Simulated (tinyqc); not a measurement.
Surface potential of a MOS transistor: implicit equation and explicit approximations: two steps of the calculation.

p-type body, charge-sheet picture, depletion and inversion only, full ionisation (an idealisation for deep acceptors), Boltzmann statistics (rough once Na exp(x - xn) passes about Nc/7). In units of Vt: xg = (Vg - Vfb)/Vt, x = psi/Vt, G = gamma/sqrt(Vt), xn = (2 phiF + Vc)/Vt. The implicit equation is (xg - x)^2 = G^2 [x - 1 + exp(x - xn)] for x above about 3. Cox = eps0 eox/tox.

Parameters, values chosen for the exercise; band and dielectric values those of a made-up semiconductor:
```
symbol    value   unit                                                                 meaning
T           300      K                                                             temperature
Eg         2.63     eV                                                                band gap
eps_r      10.6                                                          relative permittivity
Nc      1.45e19  cm^-3                                  conduction-band density of states at T
Nv      2.47e19  cm^-3                                     valence-band density of states at T
eox        8.88         relative permittivity of the gate insulator (close to aluminium oxide)
tox          43     nm                                                     insulator thickness
Na         1e18  cm^-3                                                        acceptor density
Vfb       -0.69      V                                                       flat-band voltage
Vc            1      V                                                    channel-body voltage
Vg          8.6      V                                                       gate-body voltage
```

Constants: q = 1.602176634e-19 C, kB = 1.380649e-23 J/K, Vt = kB T/q, eps0 = 8.8541878128e-14 F/cm where lengths are in cm. Results are converted to the units shown.

Task 1. Scales. ni = sqrt(Nc Nv) exp(-Eg/(2 Vt)), Eg in volts; phiF = Vt ln(Na/ni); gamma = sqrt(2 q eps0 eps_r Na)/Cox; VT = Vfb + Vt (xn + G sqrt(xn - 1)).

Find: phiF; gamma; G; xn; VT; xg.

Result 1.

phiF = 1.239 V
gamma = 2.999 V^0.5
G = 18.65
xn = 134.5
VT = 8.360 V
xg = 359.4

Task 2. Explicit approximation. Depletion value a = 1 + [sqrt(G^2/4 + xg - 1) - G/2]^2; inversion value b = xn + ln[(xg - xn)^2/G^2 - xn + 1] and first guess y = min(a, b) - ln(1 + exp(-|a - b|)) if a > xn + 1, else b = y = a; one second-order correction with D = exp(y - xn), p = 2 (xg - y) + G^2 (1 + D), w = (xg - y)^2 - G^2 (y - 1 + D): z = y + 2 w/(p + sqrt(p^2 - 2 (2 - G^2 D) w)), or the Newton step z = y + w/p where the root is not real.

G = 18.653365
xn = 134.53372
xg = 359.35324

Give: a; b; y; p; w; z.

Result 2.

a = 139.7
b = 137.0
y = 136.9
p = 4614
w = -1646
z = 136.5

The root of the implicit equation is x = 136.509; y misses it by 0.42 and z by -0.014, in units of Vt.

Computed by the program tinyqc: `OMP_NUM_THREADS=1 python tinyqc.py 2122213 2122214 out.jsonl`, one thread of a shared Intel Xeon 2.30GHz, about 0.01 s for the whole run.
